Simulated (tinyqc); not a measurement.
Inside a calculation. Model: biaxially strained (001) channel, valley splitting in an inversion layer.

Numbers from tinyqc (`OMP_NUM_THREADS=1 python tinyqc.py 2530098 2530099 out.jsonl`; about 0.01 s on one thread of a shared Intel Xeon 2.30GHz). Printed values are rounded.

A thin layer grown on a relaxed buffer is stretched in the plane. The two valleys with their long axis along the growth direction (D2) sink against the four in-plane ones (D4); confinement in a triangular well splits them too. Only the lowest subband of each set is kept; one relaxation time, so the weakening of intervalley scattering is left out.

Parameters, values chosen for the exercise; values close to those of silicon on relaxed silicon-germanium:
- T = 300 K (temperature)
- x = 0.16 (germanium share of the relaxed buffer)
- b1 = 0.0418 (lattice mismatch per unit x)
- c11 = 171 GPa (elastic constant)
- c12 = 62.2 GPa (elastic constant)
- Xu = 8.76 eV (shear deformation potential)
- ml = 0.914 m0 (longitudinal mass)
- mt = 0.186 m0 (transverse mass)
- F = 0.6 MV/cm (confining field)
- Ns = 6.7e11 cm^-2 (inversion density)

Constants: q = 1.602176634e-19 C, kB = 1.380649e-23 J/K, hbar = 1.054571817e-34 J s, m0 = 9.1093837015e-31 kg, Vt = kB T/q, hbar^2/(2 m0) = 0.0380998212 eV nm^2. Results are converted to the units shown.

## Strain, stress and splitting

e_par = b1 x, e_perp = -2 (c12/c11) e_par, splitting D = Xu (e_par - e_perp), in-plane stress (c11 + c12 - 2 c12^2/c11) e_par.

e_par = 0.6688 %
e_perp = -0.486542 %
D = 101.208 meV
stress = 1.25701 GPa

## Subband edges and densities of states

Levels E(m) = 2.33811 (hbar^2 q^2 F^2/(2 m))^(1/3): E2 = E(ml), E4 = E(mt) + D; N2 = 2 mt kB T/(pi hbar^2), N4 = 4 sqrt(mt ml) kB T/(pi hbar^2).

E2 = 0.124249 eV
E4 = 0.312445 eV
N2 = 4.01730e12 cm^-2
N4 = 1.78107e13 cm^-2

Of the gap E4 - E2 = 188 meV, confinement gives 87.0 meV.

## Iteration 1: Fermi level by Newton steps

EF at the start = 0.124 eV

f = N2 ln(1 + exp((EF - E2)/Vt)) + N4 ln(1 + exp((EF - E4)/Vt)) - Ns, f' = [N2/(1 + exp((E2 - EF)/Vt)) + N4/(1 + exp((E4 - EF)/Vt))]/Vt, EF(new) = EF - f/f'.

f = 2.10747e12 cm^-2
f' = 7.77946e13 cm^-2/eV
EF after iteration 1 = 0.0969098 eV

## Iteration 2: Fermi level by Newton steps

As before.

f = 5.31890e11 cm^-2
f' = 4.02238e13 cm^-2/eV
EF after iteration 2 = 0.0836865 eV

## Course of the iteration: Fermi level by Newton steps

Stop when EF changes by less than 1e-10 eV, or after 40 iterations.

Course of the iteration:
```
iteration    EF (eV)  |change| (eV)
1          0.0969098         0.0271
2          0.0836865         0.0132
3          0.0802447        3.44e-3
4          0.0800386        2.06e-4
5          0.0800379        6.98e-7
6          0.0800379       7.99e-12
```

Converged in 6 iterations. At the end the number of correct digits about doubles with each step.

## Share of the light valleys and conductivity mass

EF = 0.0800379 eV

EF solves Ns = N2 ln(1 + exp((EF - E2)/Vt)) + N4 ln(1 + exp((EF - E4)/Vt)); f2 is the share in D2, and 1/mc = f2/mt + (1 - f2)(1/mt + 1/ml)/2.

f2 = 0.996686
mc = 0.186246 m0

Without strain f2 would be 0.859 and mc 0.197 m0, so repopulation alone gains 5.8 % in mobility.
